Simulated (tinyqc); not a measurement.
Configuration-coordinate model of a defect: Huang-Rhys factor and luminescence line shape: one step, computed by the program tinyqc. Command: `OMP_NUM_THREADS=1 python tinyqc.py 3012163 3012164 out.jsonl ccline walk`. One thread of a shared host (Intel(R) Xeon(R) Processor @ 2.30GHz), about 0.01 s of CPU time with the checks.

Ground state E_g(Q) = (1/2) omega_g^2 Q^2; excited state E_e(Q) = E_0 + (1/2) omega_e^2 (Q - dQ)^2 with omega_e = omega_g and E_0 = E_ZPL. Q is mass-weighted; the dipole does not depend on Q (Condon approximation).

Task: Crossing, radiative lifetime and thermal quenching. The curves cross at the root Q_c nearest dQ; the barrier is (1/2) omega_e^2 (Q_c - dQ)^2, with (1/2) omega^2 = (hbar omega)^2/(2 hbar^2/u). k_r = n_r omega^3 mu^2/(3 pi eps_0 hbar c^3) at the vertical emission energy, without local-field correction; k_nr = nu_0 exp(-barrier/k_B T) (Mott-Seitz); yield = k_r/(k_r + k_nr); T_1/2 = barrier/(k_B ln(nu_0/k_r)).

Inputs (values chosen for the exercise, for a model defect): zero-phonon energy E_ZPL = 1.14 eV; displacement dQ = 1.38 u^(1/2) angstrom; ground-state phonon hbar omega_g = 19 meV; temperature T = 120 K; refractive index n_r = 3.08; transition dipole mu = 0.97 e angstrom; quenching prefactor nu_0 = 1e+11 1/s.

Modes: equal frequencies in both states.

vertical emission energy = 1.057768 eV

Constants: hbar^2/u = 4.18015928e-03 eV angstrom^2; hbar = 6.582119569e-16 eV s; e = 1.602176634e-19 C; eps_0 = 8.8541878128e-12 F/m; hbar = 1.054571817e-34 J s; c = 299792458 m/s; k_B = 8.617333262e-05 eV/K.

Give: Q_c; classical barrier; radiative lifetime; luminescence yield; quenching temperature T_1/2.

Result:

Q_c = 10.256 u^(1/2) angstrom

classical barrier = 3.4016 eV

radiative lifetime = 76.801 ns

luminescence yield = 1

quenching temperature T_1/2 = 4412.2 K

The barrier is so high that this route does not halve the yield below 1000 K. Caution: the curves cross far outside the range of the harmonic model, so the barrier and T_1/2 have no quantitative meaning.
